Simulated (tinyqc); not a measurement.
Semiconductor laser, carrier and photon rate equations: effect of the confinement factor on threshold and bandwidth.

Carrier density N and photon density S in one mode: dN/dt = F1 = eta I/(q V) - (A N + B N^2 + C N^3) - vg g S; dS/dt = F2 = G vg g S + G be B N^2 - S/tp, with g = g0 ln(N/Ntr)/(1 + ec S). Output power P = Fo Eph S V/(G tp). No heating, no carrier transport.

gth = 1/(G vg tp), Nth = Ntr exp(gth/g0), Ith = q V (A Nth + B Nth^2 + C Nth^3)/eta. N and S are the steady state (F1 = F2 = 0, S > 0). Jacobian, with a = g0/(N (1 + ec S)) and d = g/(1 + ec S): J11 = -(A + 2 B N + 3 C N^2) - vg a S, J12 = -vg d, J21 = G vg a S + 2 G be B N, J22 = G vg d - 1/tp. wR^2 = det J, gamma = -trace J, fR = wR/(2 pi); the response wR^2/(wR^2 - w^2 + i gamma w) falls to 1/sqrt(2) at w^2 = x + sqrt(x^2 + wR^4), x = wR^2 - gamma^2/2 (f3dB = w/(2 pi)).

Values chosen for this exercise: active volume V = 7.2e-12 cm^3; group velocity vg = 8.18e9 cm/s; gain coefficient g0 = 1100 1/cm; transparency density Ntr = 1.5e18 cm^-3; gain compression ec = 6.9e-18 cm^3; photon lifetime tp = 3.9 ps; defect recombination coefficient A = 1.2e8 1/s; radiative coefficient B = 5.1e-11 cm^3/s; Auger coefficient C = 1.2e-29 cm^6/s; share of spontaneous emission into the mode be = 2.5e-5; injection efficiency eta = 0.86; share of cavity losses that is output Fo = 0.68; photon energy Eph = 0.95 eV; drive current I = 3.1 mA.

Constants: q = 1.602176634e-19 C. Results are converted to the units shown.

Results:
```
G      Ith (mA)  P (mW)  fR (GHz)  gamma (1/ns)  f3dB (GHz)
0.073    0.8680   1.239     3.526         3.272       5.458
0.094    0.7441   1.308     4.292         4.444       6.636
0.12     0.6644   1.352     5.091         5.928       7.863
0.16     0.6010   1.388     6.128         8.237       9.444
0.2      0.5664   1.407     7.015         10.56       10.79
0.33     0.5165   1.435     9.326         18.08       14.25
```

Estimate the missing row, G = 0.26.

Computed row:
```
G     Ith (mA)  P (mW)  fR (GHz)  gamma (1/ns)  f3dB (GHz)
0.26    0.5365   1.423     8.165         14.03       12.52
```

With this row back in the table: As G goes from 0.073 to 0.33, Ith falls from 0.868 to 0.517 mA, fR rises from 3.53 to 9.33 GHz, gamma rises from 3.27 to 18.1 1/ns and f3dB rises from 5.46 to 14.2 GHz.

Program tinyqc, `OMP_NUM_THREADS=1 python tinyqc.py 2840120 2840121 out.jsonl`; Intel Xeon 2.30GHz, shared host, one thread, about 0.01 s.
